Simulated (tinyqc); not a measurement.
From results back to parameters: strained quantum well: band edges, subbands and transparency. Three cases, with inputs chosen for the exercise.

Problem. In a thick strained layer the gaps to heavy and light holes are Ec - E_HH and Ec - E_LH. They were computed from hidden e and Eg.

Growth on (001), barriers unstrained: tr(e) = e (2 - nu2), Z = b e (1 + nu2); Ec = Ev + Eg + ac tr(e), E_HH = Ev + av tr(e) + Z, E_LH = Ev + av tr(e) - Z (coupling to the split-off band left out).

Find: Z; e; Eg.

Method. Half of (Ec - E_LH) - (Ec - E_HH) is Z, which gives e; the mean is Eg + (ac - av) tr(e).

Case 1.

Values chosen (near those of an InGaAs/InP well; the results hold for these values, not for the real material): nu2 = 0.985 (2 C12/C11); ac = -6.23 eV; av = 1.09 eV (Ev moves by av tr(e)); b = -1.91 eV (shear potential).

Ec - E_HH, Ec - E_LH (eV): 0.79117  0.74567

Solution.

Z = -0.0227 eV
e = 0.0060
Eg = 0.813 eV

Case 2.

Values chosen (near those of a GaAsP/AlGaAs well; the results hold for these values, not for the real material): nu2 = 0.919 (2 C12/C11); ac = -7.35 eV; av = 1.25 eV (Ev moves by av tr(e)); b = -1.93 eV (shear potential).

Ec - E_HH, Ec - E_LH (eV): 1.59888  1.55370

Solution.

Z = -0.0226 eV
e = 0.0061
Eg = 1.633 eV

Case 3.

Values chosen (near those of an InGaAs/InP well; the results hold for these values, not for the real material): nu2 = 0.983 (2 C12/C11); ac = -6.25 eV; av = 1.09 eV (Ev moves by av tr(e)); b = -1.91 eV (shear potential).

Ec - E_HH, Ec - E_LH (eV): 0.80036  0.74961

Solution.

Z = -0.0254 eV
e = 0.0067
Eg = 0.825 eV

Computed by tinyqc, one run a case: `OMP_NUM_THREADS=1 python tinyqc.py N N+1 out.jsonl` with N = 1280758, 1280774, 1280785; one thread of a shared Intel(R) Xeon(R) Processor @ 2.30GHz, about 0.02 s a run at most.
